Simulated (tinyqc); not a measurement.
Strain-driven roughening and islands of a mismatched epitaxial film: one step, computed by the program tinyqc. Command: `OMP_NUM_THREADS=1 python tinyqc.py 3005274 3005275 out.jsonl island walk`. One thread of a shared host (Intel(R) Xeon(R) Processor @ 2.30GHz), about 0.01 s of CPU time with the checks.

Film and substrate share isotropic elastic constants; the film is coherent and biaxially strained.

Question. Wetting layer. The surface energy depends on thickness as gamma + (gamma_s - gamma) exp(-h/delta). Its curvature adds W2 = (gamma_s - gamma) exp(-h/delta)/delta^2 to the restoring terms; the flat film is stable while W2 > (1 + nu)^2 w^2/gamma, which gives h_c = delta ln[(gamma_s - gamma) gamma/(delta^2 (1 + nu)^2 w^2)], or 0 if negative.

Inputs (values chosen for the exercise, modelled on Ge on Si):

| quantity | value | unit |
|---|---|---|
| Poisson ratio nu | 0.26 | - |
| surface energy gamma | 0.998 | J/m^2 |
| wetting energy gamma_s - gamma | 0.33 | J/m^2 |
| decay length of wetting delta | 0.42 | nm |

energy density w = 292.2237 MJ/m^3

Give: wetting-layer thickness h_c.

Answer.

wetting-layer thickness h_c = 1.1015 nm

Layer-by-layer growth up to h_c, then roughening: the Stranski-Krastanov mode.
